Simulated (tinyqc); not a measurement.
Inside a calculation. Model: grain growth, pinning, strength and diffusional creep of a polycrystal or thin film. Computed by tinyqc, a small Python program that keeps every step. Command: `OMP_NUM_THREADS=1 python tinyqc.py 3002456 3002457 out.jsonl grain walk`. One thread of a shared host (Intel(R) Xeon(R) Processor @ 2.30GHz), about 0.01 s of CPU time with the checks. Intermediate numbers are printed to about 7 digits and carried at full precision; extremes and crossings named in words are read from the listed rows.

One mean grain size d describes the structure.

Inputs (values chosen for the exercise, modelled on gold):
```
quantity,value,unit
shear modulus G,26.1,GPa
Burgers vector b,2.884,angstrom
atomic volume Omega,16.96,angstrom^3
boundary energy gamma,0.42,J/m^2
mobility prefactor M0,2.7e-06,m^4/(J s)
activation energy of boundary motion Q_m,1.06,eV
anneal temperature T,624,K
anneal time t,23,s
initial grain size d0,190,nm
particle volume fraction f,0.0059,-
particle radius r,2.6,nm
film thickness h,530,nm
surface energy gamma_s,1.2,J/m^2
friction stress sigma_0,17,MPa
Hall-Petch slope k_y,0.083,MPa m^0.5
lattice diffusion energy Q_l,1.89,eV
boundary diffusion energy Q_b,0.891,eV
lattice prefactor D0,6.1e-05,m^2/s
boundary prefactor delta D0b,1.5e-14,m^3/s
applied stress sigma,82,MPa
service temperature T_c,364,K
```

Sample: thin film on a substrate.

Constants: k_B = 8.617333262e-05 eV/K; k_B = 1.380649e-23 J/K.

## Mobility and the sizes at which growth stops

M = M0 exp(-Q_m/(k_B T)). The driving pressure is 2 gamma/d. Zener pinning pressure 3 f gamma/(2 r) stops growth at d_Z = 4 r/(3 f). Grooves where boundaries meet the surface have the angle theta = arcsin(gamma/(2 gamma_s)) and are taken to stop growth at d_h = h/(2 theta), a few film thicknesses; the limit is 1/d_lim = 1/d_Z + 1/d_h.

mobility M = 7.416553e-15 m^4/(J s)

Zener size d_Z = 587.5706 nm

groove angle theta = 0.1759058 rad

groove limit d_h = 1506.488 nm

limit d_lim = 422.7046 nm

The particles set the tighter limit.

## Grain size after the anneal

dd/dt = 2 M gamma (1/d - 1/d_lim) integrates to 2 M gamma t = d_lim (d0 - d) + d_lim^2 ln[(d_lim - d0)/(d_lim - d)]; without pinning d^2 = d0^2 + 4 M gamma t.

size without pinning = 568.0454 nm

grain size d = 351.4811 nm

Pinning holds d to 62 % of the free value.

## Yield stress

Hall-Petch term k_y/sqrt(d). Orowan term 3.06 x 0.4 G b ln(2 rbar/b)/(pi lambda sqrt(1 - nu)) with nu = 1/3, rbar = sqrt(2/3) r, lambda = rbar (sqrt(pi/f) - 2). Film term (threading dislocation, matched substrate, the geometry of an fcc (111) film taken for all cases): 3.464 G b ln(2 h/b)/(4 pi (1 - nu) h). The terms are added to sigma_0.

Hall-Petch term = 139.9997 MPa

Orowan term = 215.9008 MPa

film term = 48.20946 MPa

yield stress = 421.1100 MPa

The largest term is the Orowan one. The anneal changed the Hall-Petch term from 190 to 140 MPa.

## Diffusional creep at T_c

Nabarro-Herring rate = 14 sigma Omega D_l/(k_B T d^2), D_l = D0 exp(-Q_l/(k_B T)); Coble rate = 14 pi sigma Omega delta D_b/(k_B T d^3), delta D_b = delta D0b exp(-Q_b/(k_B T)); they are equal at d_x = pi delta D_b/D_l.

Nabarro-Herring rate = 1.299062e-17 1/s

Coble rate = 1.937931e-06 1/s

crossover size d_x = 5.243367e+10 micrometre

time to 1 % strain = 5160.142 s

Boundary diffusion carries the creep, by a factor 1.5e11. Caution: sigma Omega is not small against k_B T, as the linear creep laws assume.

## Strength against creep resistance

Hall-Petch term k_y/sqrt(d).

At T_c and sigma:
```
d (nm),Hall-Petch term (MPa),Nabarro-Herring (1/s),Coble (1/s),time to 1 % (s)
30,479.2007,1.783164e-15,3.116595e-03,3.208630e+00
100,262.4690,1.604848e-16,8.414806e-05,1.188382e+02
300,151.5366,1.783164e-17,3.116595e-06,3.208630e+03
1000,83.0000,1.604848e-18,8.414806e-08,1.188382e+05
3000,47.9201,1.783164e-19,3.116595e-09,3.208630e+06
10000,26.2469,1.604848e-20,8.414806e-11,1.188382e+08
100000,8.3000,1.604848e-22,8.414806e-14,1.188382e+11
```

From 100 micrometre to 30 nm grains the Hall-Petch term grows 58 times, while the time to 1 % strain shrinks by 10.6 decades. Coble creep rules in 7 of the seven rows (d_x is a millimetre or more). Fine grains resist slip but creep fast. The Hall-Petch value at 30 nm is at the edge of that law, and in a film grains much larger than h lose atoms to the surfaces instead.

## Growth with time

The formulas are those given above.

At T:
```
t (s),free growth (nm),pinned growth (nm),d/d_lim
0.043,191.405,190.7733,0.4513160
0.14,194.536,192.4971,0.4553939
0.43,203.612,197.4879,0.4672008
1.4,231.395,212.6476,0.5030643
4.3,299.461,248.1381,0.5870248
14,458.843,316.9231,0.7497508
43,756.222,390.3575,0.9234759
140,1334.344,421.6840,0.9975856
```

The apparent exponent d ln d/d ln t of the pinned growth is at most about 0.21, below the ideal 1/2, and falls to 0.065 in the last rows: the initial size hides the law early and pinning hides it late.

Checks made by the program: d against numerical integration (relative difference 1e-09).
